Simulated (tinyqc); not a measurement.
Modulation-doped quantum well, Poisson-Schroedinger loop with local exchange and correlation: one step of the calculation.

A well of width L centred at z = 0 between barriers Vb; effective-mass electrons, parabolic bands. The electrons come from donor sheets outside the mesh, a share fL of Ns on the left and the rest on the right, so the structure is neutral. Energies are counted from the band edge of the well, with U = 0 on the first node in the Hartree part.

Task. Density, output potential and mixing. n_i = sum_k N_k |psi_k|^2 (converted to cm^-3). Hartree part by Gauss: on the interval after node i the enclosed sheet charge is S_i = fL Ns - hz sum_(j<=i) n_j, and U_(i+1) = U_i + q S_i hz/(eps0 eps_r) in eV, U_1 = 0. Added to it: V_xc = -(2 Ry/(pi al rs)) [1 + 0.7734 (rs/21) ln(1 + 21/rs)] (Hedin-Lundqvist), al = (4/(9 pi))^(1/3), rs = (3/(4 pi n))^(1/3)/aB, aB = 4 pi eps0 eps_r hbar^2/(md m0 q^2), Ry = q/(8 pi eps0 eps_r aB) in eV. Mixing: U(new) = U + a (U(out) - U).

Parameters, values chosen for the exercise; material values close to those of In0.53Ga0.47As in InAlAs:

| symbol | value | unit | meaning |
|---|---|---|---|
| md | 0.0407 | m0 | in-plane mass |
| eps_r | 14.3 |  | relative permittivity (all layers) |
| Ns | 2.8e11 | cm^-2 | sheet density of electrons |
| fL | 0.5 |  | share of the donors on the left side |
| a | 0.5 |  | mixing factor |

Constants: q = 1.602176634e-19 C, hbar = 1.054571817e-34 J s, m0 = 9.1093837015e-31 kg, eps0 = 8.8541878128e-14 F/cm where lengths are in cm. Results are converted to the units shown.

| node | z (nm) | self-consistent potential U at the start (eV) | \|psi\|^2 of E1 (1/nm) | \|psi\|^2 of E2 (1/nm) | \|psi\|^2 of E3 (1/nm) |
|---|---|---|---|---|---|
| 1 | -15 | 0 | 0.000000029 | 0.000000204 | 0.00000141 |
| 2 | -13.5 | 0 | 0.000000504 | 0.000003039 | 0.00001622 |
| 3 | -12 | 0 | 0.000007668 | 0.000039429 | 0.00015538 |
| 4 | -10.5 | 0 | 0.000115727 | 0.000506237 | 0.00146177 |
| 5 | -9 | 0 | 0.001745748 | 0.006494463 | 0.01372512 |
| 6 | -7.5 | 0 | 0.018151198 | 0.058113698 | 0.09221128 |
| 7 | -6 | 0 | 0.037394697 | 0.093153990 | 0.08756012 |
| 8 | -4.5 | 0 | 0.058733364 | 0.094625689 | 0.02332267 |
| 9 | -3 | 0 | 0.077948828 | 0.061398165 | 0.00364410 |
| 10 | -1.5 | 0 | 0.091242447 | 0.018998419 | 0.06042837 |
| 11 | 0 | 0 | 0.095986249 | 0.000000000 | 0.10161379 |
| 12 | 1.5 | 0 | 0.091242447 | 0.018998419 | 0.06042837 |
| 13 | 3 | 0 | 0.077948828 | 0.061398165 | 0.00364410 |
| 14 | 4.5 | 0 | 0.058733364 | 0.094625689 | 0.02332267 |
| 15 | 6 | 0 | 0.037394697 | 0.093153990 | 0.08756012 |
| 16 | 7.5 | 0 | 0.018151198 | 0.058113698 | 0.09221128 |
| 17 | 9 | 0 | 0.001745748 | 0.006494463 | 0.01372512 |
| 18 | 10.5 | 0 | 0.000115727 | 0.000506237 | 0.00146177 |
| 19 | 12 | 0 | 0.000007668 | 0.000039429 | 0.00015538 |
| 20 | 13.5 | 0 | 0.000000504 | 0.000003039 | 0.00001622 |
| 21 | 15 | 0 | 0.000000029 | 0.000000204 | 0.00000141 |

N_k (cm^-2): E1 2.7564124e11, E2 4.3574253e9, E3 1.3347805e6

Give: n; U(out); U after round 1.

Result.

| node | n (1e17 cm^-3) | U(out) (eV) | U after round 1 (1e-3 eV) |
|---|---|---|---|
| 1 | 0.000 | -0.00007 | -0.037 |
| 2 | 0.000 | 0.00248 | 1.238 |
| 3 | 0.000 | 0.00491 | 2.454 |
| 4 | 0.003 | 0.00707 | 3.537 |
| 5 | 0.051 | 0.00862 | 4.310 |
| 6 | 0.526 | 0.00917 | 4.583 |
| 7 | 1.071 | 0.01063 | 5.317 |
| 8 | 1.660 | 0.01206 | 6.032 |
| 9 | 2.175 | 0.01325 | 6.627 |
| 10 | 2.523 | 0.01404 | 7.020 |
| 11 | 2.646 | 0.01432 | 7.158 |
| 12 | 2.523 | 0.01404 | 7.020 |
| 13 | 2.175 | 0.01325 | 6.627 |
| 14 | 1.660 | 0.01206 | 6.032 |
| 15 | 1.071 | 0.01063 | 5.317 |
| 16 | 0.526 | 0.00917 | 4.583 |
| 17 | 0.051 | 0.00862 | 4.310 |
| 18 | 0.003 | 0.00707 | 3.537 |
| 19 | 0.000 | 0.00491 | 2.454 |
| 20 | 0.000 | 0.00248 | 1.238 |
| 21 | 0.000 | -0.00007 | -0.037 |

tinyqc, about 0.1 s, one thread, Intel Xeon 2.30GHz (shared host): `OMP_NUM_THREADS=1 python tinyqc.py 2140001 2140002 out.jsonl`
